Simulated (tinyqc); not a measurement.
## On-chip interconnect, size-dependent resistivity and RC delay: course in time

A rectangular line between two neighbours and two ground planes. Surface and grain-boundary scattering are added to the bulk resistivity as corrections; capacitances are parallel-plate values without fringing; inductance is ignored.

7 equal pi sections: series Rs = r Lw/7; node capacitances c Lw/7, halved at nodes 0 and 7, with Cl added to node 7; Rd feeds node 0. Elmore delay of node k: the sum, over the resistors on the path to k, of resistance times all capacitance downstream of it.

A 1 V step is applied behind Rd at t = 0. C dv/dt = -G v + b, with G the conductance matrix of the ladder (1/Rs between neighbours, 1/Rd added at node 0) and b = (1 V/Rd, 0, ...). Trapezoidal step: (C/dt + G/2) v(new) = (C/dt - G/2) v + b. The last column solves the same ladder exactly by its modes.

Values chosen for this exercise:
```
symbol  value  unit            meaning
Rd        420   ohm  driver resistance
dt        250    ps          time step
```

Rs = 6109.85 ohm
C, node 0 to 7 (fF): 3.72888  7.45776  7.45776  7.45776  7.45776  7.45776  7.45776  4.43888

Voltages (V):
```
t (ps)  node 0  node 3  node 7  node 7, exact
250.0    1.917  0.3241  0.0564         0.0659
500.0    0.087  0.5877  0.2335         0.2546
750.0    1.869  0.6109  0.4320         0.4240
1000     0.139  0.7426  0.5592         0.5568
1250     1.828  0.7807  0.6605         0.6592
1500     0.183  0.8414  0.7418         0.7379
1750     1.790  0.8755  0.7995         0.7985
2000     0.224  0.9032  0.8476         0.8450
2250     1.754  0.9290  0.8821         0.8808
2500     0.261  0.9411  0.9099         0.9084
2750     1.720  0.9595  0.9307         0.9295
3000     0.295  0.9643  0.9467         0.9458
```

What does the comparison show?

The far end of the ladder reaches 0.5 V at 885.1 ps, 0.757 of its Elmore delay (ln 2 = 0.693 for a single pole); the slowest mode has a time constant of 951.5 ps. The largest error of the trapezoidal steps at that node is 21 mV. Node 0 swings up and down from step to step: the trapezoidal rule does not damp modes much faster than dt, so these swings are numerical.

Range of the model: The metal width is under the mean free path, where the thick-limit surface term and the simple sum of corrections lose accuracy.

Program tinyqc, `OMP_NUM_THREADS=1 python tinyqc.py 2100158 2100159 out.jsonl`; Intel Xeon 2.30GHz, shared host, one thread, about 0.01 s.
